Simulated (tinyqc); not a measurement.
Bond length, ionicity and dielectric constant: Penn model of the dielectric constant and Phillips ionicity.

n = 32/a^3; Ep^2 = 8 pi c e2 n with c = hbar^2/2m0, e2 = e^2/(4 pi eps0); EF = c (3 pi^2 n)^(2/3); eps = 1 + (Ep/Eg)^2 S with S = 1 - Eg/(4 EF) + (Eg/(4 EF))^2/3, Eg the Penn gap. Core d shells are left out.

Phillips: bond length d = sqrt(3) a/4; homopolar gap Eh = 39.74 d^(-2.48) eV (d in angstrom); Eg^2 = Eh^2 + C^2; ionicity fi = C^2/Eg^2.

Constants: hbar^2/2m0 = 3.80998211 eV angstrom^2; e^2/(4 pi eps0) = 14.39964547 eV angstrom.

Each case gives a and C, chosen for the exercise.

Results:
```
case       a (angstrom)  C (eV)  Eh (eV)  Eg (eV)  Ep (eV)    eps     fi
near Ge           5.635    0.00     4.35     4.35    15.70  12.85  0.000
near InAs         6.085    2.43     3.60     4.34    13.99  10.30  0.314
near ZnSe         5.674    5.86     4.28     7.25    15.54   4.90  0.653
near AlN          4.380    7.39     8.13    10.98    22.92   4.76  0.453
near SiC          4.377    3.89     8.14     9.02    22.94   6.74  0.186
near GaAs         5.638    3.12     4.34     5.35    15.69   8.65  0.340
```

eps runs from 4.76 (near AlN) to 12.85 (near Ge). Eg varies by a factor 2.53 and Ep by 1.64; the order of eps is not simply the reverse order of Eg, since Ep varies too. Without the d-shell correction the model runs low for the heavier compounds.

Run: tinyqc, `OMP_NUM_THREADS=1 python tinyqc.py 1651629 1651630 out.jsonl`; Intel(R) Xeon(R) Processor @ 2.30GHz, one thread, shared host; about 0.01 s of CPU time with all checks.
